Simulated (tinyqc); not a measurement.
# Threshold-voltage variability of a planar MOSFET, analytic estimates: effect of the gate length

Three independent sources add in quadrature: random dopants in the depleted layer, metal-gate grains of two orientations, and roughness of the two gate edges acting through the roll-off VT = VT(long) - Vr exp(-L/l). These are first-order estimates: no three-dimensional electrostatics, no percolation.

ni = sqrt(Nc Nv) exp(-Eg/(2 Vt)), Eg in volts; Cox = 3.9 eps0/ti; Wd = sqrt(4 eps0 eps_r Vt ln(Na/ni)/(q Na)); dopants: s1 = (q/Cox) sqrt(Na Wd/(3 L W)). Grains: Ng = L W/G^2 (at least 1), s2 = dW sqrt(p (1 - p)/Ng). Edges, with exponential correlation and u = W/La: the mean gate length has sL^2 = 2 De^2 (2/u)[1 - (1 - exp(-u))/u]; s3 = sL (Vr/l) exp(-L/l). s = sqrt(s1^2 + s2^2 + s3^2). l and Vr are held fixed.

Values chosen for this exercise; material values close to those of silicon: temperature T = 325 K; band gap Eg = 1.12 eV; relative permittivity of the semiconductor eps_r = 11.8; conduction-band density of states at T Nc = 3.2e19 cm^-3; valence-band density of states at T Nv = 3.03e19 cm^-3; channel doping Na = 5e18 cm^-3; oxide-equivalent thickness in inversion ti = 2.4 nm; gate width W = 140 nm; metal grain size G = 7 nm; work-function difference of the two grain orientations dW = 0.1 eV; share of the orientation of higher work function p = 0.4; rms roughness of one gate edge De = 0.6 nm; correlation length of the roughness La = 20 nm; decay length of the threshold roll-off l = 13 nm; prefactor of the roll-off Vr = 2.5 V.

Constants: q = 1.602176634e-19 C, kB = 1.380649e-23 J/K, Vt = kB T/q, eps0 = 8.8541878128e-14 F/cm where lengths are in cm. Results are converted to the units shown.

Results:
```
L (nm)  s1 (mV)  s2 (mV)   s3 (mV)  s (mV)  s sqrt(L W) (mV um)
39        24.83    4.641     4.021   25.58                1.890
47        22.62    4.228     2.173   23.11                1.875
57        20.54    3.839     1.007   20.92                1.869
68        18.81    3.515    0.4320   19.14                1.867
82        17.13    3.201    0.1472   17.42                1.867
99        15.59    2.913   0.03980   15.86                1.867
140       13.11    2.449  0.001699   13.33                1.867
```

Estimate the missing row, L = 120 nm.

Computed row:
```
L (nm)  s1 (mV)  s2 (mV)   s3 (mV)  s (mV)  s sqrt(L W) (mV um)
120       14.16    2.646  0.007913   14.40                1.867
```

With this row back in the table: As L goes from 39 to 140 nm, s falls from 25.6 to 13.3 mV. The dopants are the largest source in the first and the last row. The product s sqrt(L W) falls from 1.89 to 1.87 mV um: s1 and s2 go as 1/sqrt(L W), so the change comes from s3 alone.

Computed by the program tinyqc: `OMP_NUM_THREADS=1 python tinyqc.py 2090023 2090024 out.jsonl`, one thread of a shared Intel Xeon 2.30GHz, about 0.01 s for the whole run.
